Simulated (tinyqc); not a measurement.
The internal displacement: deformation potentials from a strained empirical pseudopotential.

Diamond lattice, no spin-orbit coupling. Atomic form factor V(q) = a1 (q^2 - a2)/(a3 exp(a4 q^2) - 1) in rydberg with q in 1/bohr, for the unstrained cell. Under a strain e the reciprocal vectors and k go over into (1 + e)^(-1) G, the atoms sit at +/- tau with tau = (1 + e) a (1,1,1)/8 - zeta a (eyz, ezx, exy)/4, and H(G,G') = c |k + G|^2 delta + (V(q)/det(1 + e)) cos(q.tau), q = G - G', with the term q = 0 left out; c = hbar^2/2m0. The basis is fixed before straining: all G with |k + G|^2 up to 16 (2 pi/a)^2. k is given in units of 2 pi/a of the unstrained cell.

Constants: hbar^2/2m0 = 3.80998211 eV angstrom^2; Ry = 13.60569312 eV; a0 (Bohr radius) = 0.5291772105 angstrom.

Values chosen for the exercise (out of a larger set: a germanium-sized cell with gaps well above those of Ge; not measured data): a = 5.655 angstrom (lattice constant); A = (0.396, 2.393, 2.081, 0.459) (a1 (Ry bohr^2), a2 (1/bohr^2), a3, a4 (bohr^2)); h = 0.002 (size of the test strain).

Xu of L (level 5, the lowest empty one) and d from exy = eyz = ezx = h for several zeta: Xu = [E(L [111]) - E(L [1-1-1])]/((8/3) h), d = (single valence level - pair)/(3 sqrt(3) h). zeta = 0 strains the bonds with the lattice; zeta = 1 keeps all four bond lengths equal to first order.

Results:

| zeta | Xu (L) (eV) | d (eV) |
|---|---|---|
| 0.00 | 9.51 | 1.27 |
| 0.25 | 10.55 | -1.00 |
| 0.50 | 11.60 | -3.28 |
| 0.60 | 12.02 | -4.18 |
| 0.75 | 12.65 | -5.55 |
| 1.00 | 13.71 | -7.82 |

What does the comparison show, and why?

From zeta = 0 to 1, d goes from 1.27 to -7.82 eV and Xu (L) from 9.51 to 13.71 eV, both nearly linearly: the displacement is an optical-phonon mode, and d = d(0) - zeta d0/4 gives its deformation potential d0 = 36 eV. Leaving the relaxation out (zeta = 0 for 0.5) moves d by +4.54 eV, which reverses its sign, and Xu (L) by -2.09 eV. Tetragonal strain has no such freedom.

Run: tinyqc, `OMP_NUM_THREADS=1 python tinyqc.py 1851285 1851286 out.jsonl`; Intel(R) Xeon(R) Processor @ 2.30GHz, one thread, shared host; about 0.2 s of CPU time with all checks.
